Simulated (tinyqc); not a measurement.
Keating valence-force model of a tetrahedral crystal: one step, computed by the program tinyqc. Command: `OMP_NUM_THREADS=1 python tinyqc.py 3024706 3024707 out.jsonl keating walk`. One thread of a shared host (Intel(R) Xeon(R) Processor @ 2.30GHz), about 0.03 s of CPU time with the checks.

Atom A sits at 0 and atom B at a/4 (1,1,1) of an fcc lattice; the four bonds from A are t = a/4 (1,1,1), a/4 (1,-1,-1), a/4 (-1,1,-1), a/4 (-1,-1,1), of length d = sqrt(3) a/4. Energy: E = (3 alpha/(8 d^2)) sum over bonds (r.r - d^2)^2 + (3 beta/(8 d^2)) sum over pairs of bonds at one atom (r_i.r_j + d^2/3)^2, with beta_A for the six pairs at A and beta_B for the six at B. The cell holds two atoms, Omega = a^3/4. 1 N/m = 1 J/m^2. With constants fitted to the elastic moduli this model puts optical and zone-boundary frequencies of real crystals too high, by up to about 20 % in elemental crystals and up to about 50 % in compounds, and mostly by more for TA modes; in compounds the lattice part of the static dielectric constant then comes out too low.

Question. Frequencies at q. Diagonalise the Hermitian matrix D. An eigenvalue lambda of D in eV/(angstrom^2 u) gives nu = 15.6333042 THz x sqrt(lambda). The weight on A is the sum of |e|^2 over the three components of atom A.

Structure: zinc blende.

D(q) (eV/(angstrom^2 u)):
```
                       A x                    A y                    A z                    B x
A x              0.5238008   0.0112241+0.0034082i   0.0021901+0.0294031i  -0.0818307+0.0153699i
A y   0.0112241-0.0034082i              0.4880679   0.0031803+0.0082203i   0.1087861-0.0051753i
A z   0.0021901-0.0294031i   0.0031803-0.0082203i              0.5067160   0.0136961-0.0411068i
B x  -0.0818307-0.0153699i   0.1087861+0.0051753i   0.0136961+0.0411068i              0.1924215
B y   0.1087861+0.0051753i  -0.0818307-0.0153699i   0.0038857+0.1448894i   0.0051266+0.0015567i
B z   0.0136961+0.0411068i   0.0038857+0.1448894i  -0.0818307-0.0153699i   0.0010003+0.0134297i

                       B y                    B z
A x   0.1087861-0.0051753i   0.0136961-0.0411068i
A y  -0.0818307+0.0153699i   0.0038857-0.1448894i
A z   0.0038857-0.1448894i  -0.0818307+0.0153699i
B x   0.0051266-0.0015567i   0.0010003-0.0134297i
B y              0.1761006   0.0014526-0.0037546i
B z   0.0014526+0.0037546i              0.1846181
```

Constants: nu for 1 eV/(angstrom^2 u) = 15.6333042 THz.

Give: frequencies; weights on atom A.

Answer.

frequencies (THz): 4.11  4.97  6.39  11.09  12.07  12.46

weights on atom A: 0.2011  0.1813  0.0412  0.9562  0.7843  0.8359
